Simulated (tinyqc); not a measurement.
Which input was changed? Model: sputter depth profiling of a dopant layer: erosion rate, quantification and the mixing-roughness response. Computed by tinyqc, a small Python program. Command: `OMP_NUM_THREADS=1 python tinyqc.py 3010166 3010167 out.jsonl sims which`. One thread of a shared host (Intel(R) Xeon(R) Processor @ 2.30GHz), about 0.7 s of CPU time with the checks.

A rastered ion beam erodes silicon (49.94 atoms per nm^3). The measured profile is the true one convolved with a depth response.

Inputs (values chosen for the exercise, modelled on a dopant in silicon under an oxygen or caesium beam):
```
quantity,value,unit
beam energy E,0.72,keV
beam current,28,nA
raster side,200,um
sputter yield at 1 keV,0.93,-
mixing length at 1 keV,1.4,nm
roughness sigma,0.34,nm
depth of the top edge z0,31,nm
box width b,1.8,nm
box concentration C,1.5e+19,1/cm^3
relative sensitivity factor RSF,1.6e+21,1/cm^3
matrix count rate,990000,1/s
background count rate,0.48,1/s
counting time per point,2,s
level that defines the junction C_B,2e+16,1/cm^3
```

True profile: box.

Constants: e = 1.602176634e-19 C.

Method:
- Scaling chosen for the exercise: yield Y = Y1 E^0.5, mixing length w = w1 E^0.5 (E in keV).
- Erosion rate = Y I/(e x raster^2 x density); depth step = rate x counting time; concentration = RSF x counts/matrix counts; detection limit = RSF x 3 sqrt(background x time)/(matrix rate x time).
- Mixing alone turns a layer at z0 into (1/w) exp(-(z - z0 + w)/w) for z > z0 - w; roughness adds a Gaussian of width sigma. With x = z - z0 + w: g(x) = (1/(2w)) exp(sigma^2/(2 w^2) - x/w) erfc((sigma/w - x/sigma)/sqrt2), and its integral G(x) = (1/2) erfc(-x/(sigma sqrt2)) - w g(x). Measured: C [G(x) - G(x - b)].
- Find the maximum, the full width at half maximum and the deep point where the profile falls to C_B; far down, the trailing edge decays by w ln(10) per decade.
- Convolution adds means and variances: the response has mean 0 (shift -w plus exponential mean w) and variance w^2 + sigma^2; a box adds the mean b/2 and the variance b^2/12.

Problem. One of these inputs alone was changed, within the range given: mixing length at 1 keV (0.7 to 2.8); box width b (0.9 to 3.6); level that defines the junction C_B (1e+16 to 4e+16); beam current (14 to 56). Which one, and to what value?

Results:
```
run,peak concentration (1/cm^3),standard deviation (nm),apparent junction depth (nm)
before,1.030201e+19,1.340448,39.23017
after,1.092420e+19,1.363867,39.48092
```

Solution.

Each candidate set to reproduce peak concentration, and what it then gives:
```
candidate,range searched,value needed,standard deviation (nm),apparent junction depth (nm)
mixing length at 1 keV (nm),0.7 to 2.8,1.214,1.2027,38.448
box width b (nm),0.9 to 3.6,2.000,1.3639,39.481
level that defines the junction C_B (1/cm^3),1e+16 to 4e+16,no effect,-,-
beam current (nA),14 to 56,no effect,-,-
```

Only box width b fits every result: it went from 1.8 to 2.00 nm. The next best candidate, mixing length at 1 keV, misses one result by 12 %.
